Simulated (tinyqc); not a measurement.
Which input was changed? Model: Hall effect and magnetoresistance of several carrier groups with constant relaxation times. Computed by tinyqc, a small Python program. Command: `OMP_NUM_THREADS=1 python tinyqc.py 3004477 3004478 out.jsonl hall2 which`. One thread of a shared host (Intel(R) Xeon(R) Processor @ 2.30GHz), about 0.02 s of CPU time with the checks.

Group 1 has charge -e and group 2 charge -e; s_i is that sign. B lies along z; mu B is formed with mu in m^2/(V s).

Inputs (values chosen for the exercise, for a model conductor):

| quantity | value | unit |
|---|---|---|
| density n1 | 1.2e+16 | 1/cm^3 |
| mobility mu1 | 13000 | cm^2/(V s) |
| density n2 | 1.8e+17 | 1/cm^3 |
| mobility mu2 | 2000 | cm^2/(V s) |
| magnetic field B | 2 | T |

Carriers: two electron groups. Densities: per volume.

Constants: e = 1.602176634e-19 C.

Method. sigma_xx = sum n_i e mu_i/(1 + mu_i^2 B^2); sigma_xy = sum s_i n_i e mu_i^2 B/(1 + mu_i^2 B^2). rho_xx = sigma_xx/(sigma_xx^2 + sigma_xy^2); Hall coefficient R_H = sigma_xy/(B (sigma_xx^2 + sigma_xy^2)), with B in V s/cm^2 (1 T = 1e-4 V s/cm^2); magnetoresistance MR = rho_xx(B)/rho_xx(0) - 1. Apparent density 1/(e |R_H|); Hall mobility |R_H|/rho_xx.

Task: One of these inputs alone was changed, within the range given: density n1 (6e+15 to 2.4e+16); mobility mu1 (6500 to 2.6e+04); density n2 (9e+16 to 3.6e+17); magnetic field B (1 to 4). Which one, and to what value?

Results:

| run | Hall mobility (cm^2/(V s)) | rho_xx (ohm cm) | sigma at B = 0 (S/cm) |
|---|---|---|---|
| before | 2669.195 | 0.01469904 | 82.67231 |
| after | 2761.526 | 0.01458990 | 82.67231 |

Result:

Each candidate set to reproduce Hall mobility, and what it then gives:

| candidate | range searched | value needed | rho_xx (ohm cm) | sigma at B = 0 (S/cm) |
|---|---|---|---|---|
| density n1 (1/cm^3) | 6e+15 to 2.4e+16 | 1.378e16 | 0.014344 | 86.377 |
| mobility mu1 (cm^2/(V s)) | 6500 to 2.6e+04 | 18130 | 0.014683 | 92.538 |
| density n2 (1/cm^3) | 9e+16 to 3.6e+17 | 1.568e17 | 0.016470 | 75.226 |
| magnetic field B (T) | 1 to 4 | 1.820 | 0.014590 | 82.672 |

Only magnetic field B fits every result: it went from 2 to 1.82 T. The next best candidate, density n1, misses one result by 4.5 %.
